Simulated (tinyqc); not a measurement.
Lorentz oscillators and the Kramers-Kronig relations: one step. The f-sum on the grid. Three cases, with inputs chosen for the exercise.

Problem. W(E_M) = (2/pi) h sum_j E_j eps2_j, with half weight on the last point; the full integral equals sum S_j = (hbar omega_p)^2, and the electron density follows from (hbar omega_p)^2 = 8 pi c (e^2/(4 pi eps0)) N with c = hbar^2/2m0.

Constants: hbar^2/2m0 = 3.80998211 eV angstrom^2; e^2/(4 pi eps0) = 14.39964547 eV angstrom.

Give: W(E_M); sum S; share reached on this grid (a step near the line widths can inflate it); hbar omega_p; N.

Case 1.

Values chosen:
- h = 0.5 eV (grid step)
- M = 36 (grid points E_j = j h)
- S = (19.6, 102.1) eV^2 (strengths)

eps2(E_j), j = 1 .. M: [0.200923, 0.507529, 1.285644, 6.355372, 11.393352, 2.619464, 3.044750, 7.600167, 31.476732, 13.897103, 3.932922, 1.727103, 0.952978, 0.598502, 0.408055, 0.294380, 0.221304, 0.171672, 0.136504, 0.110734, 0.091326, 0.076376, 0.064637, 0.055268, 0.047684, 0.041468, 0.036319, 0.032011, 0.028375, 0.025283, 0.022635, 0.020352, 0.018373, 0.016647, 0.015134, 0.013803]

Solution.

W(E_M) = 116.22 eV^2
sum S = 121.70 eV^2
share reached on this grid (a step near the line widths can inflate it) = 0.955
hbar omega_p = 11.032 eV
N = 8.83e+22 1/cm^3

Case 2.

Values chosen (out of a larger set: line positions loosely like those of Ge; Lorentz tails absorb below the gap, where the real solid is clear; not measured data):
- h = 0.4 eV (grid step)
- M = 30 (grid points E_j = j h)
- S = (18.2, 37.8, 75.6) eV^2 (strengths)

eps2(E_j), j = 1 .. M: [0.296941, 0.675914, 1.300617, 2.738194, 8.769136, 17.845540, 10.986065, 14.599028, 9.516071, 8.763584, 22.598711, 19.432571, 5.624165, 2.503701, 1.424165, 0.924145, 0.649460, 0.481301, 0.370452, 0.293364, 0.237540, 0.195814, 0.163820, 0.138767, 0.118800, 0.102646, 0.089406, 0.078430, 0.069241, 0.061479]

Solution.

W(E_M) = 124.54 eV^2
sum S = 131.60 eV^2
share reached on this grid (a step near the line widths can inflate it) = 0.946
hbar omega_p = 11.472 eV
N = 9.54e+22 1/cm^3

Case 3.

Values chosen:
- h = 0.2 eV (grid step)
- M = 30 (grid points E_j = j h)
- S = (56.9, 122.8) eV^2 (strengths)

eps2(E_j), j = 1 .. M: [0.020815, 0.041874, 0.063431, 0.085753, 0.109133, 0.133896, 0.160416, 0.189130, 0.220557, 0.255327, 0.294212, 0.338184, 0.388471, 0.446665, 0.514856, 0.595842, 0.693442, 0.812989, 0.962109, 1.152004, 1.399617, 1.731386, 2.189822, 2.844838, 3.810786, 5.257259, 7.332078, 9.735735, 11.117937, 10.568834]

Solution.

W(E_M) = 37.75 eV^2
sum S = 179.70 eV^2
share reached on this grid (a step near the line widths can inflate it) = 0.210
hbar omega_p = 13.405 eV
N = 1.30e+23 1/cm^3

Computed by tinyqc, one run a case: `OMP_NUM_THREADS=1 python tinyqc.py N N+1 out.jsonl` with N = 1681984, 1682032, 1682338; one thread of a shared Intel(R) Xeon(R) Processor @ 2.30GHz, about 0.2 s a run at most.
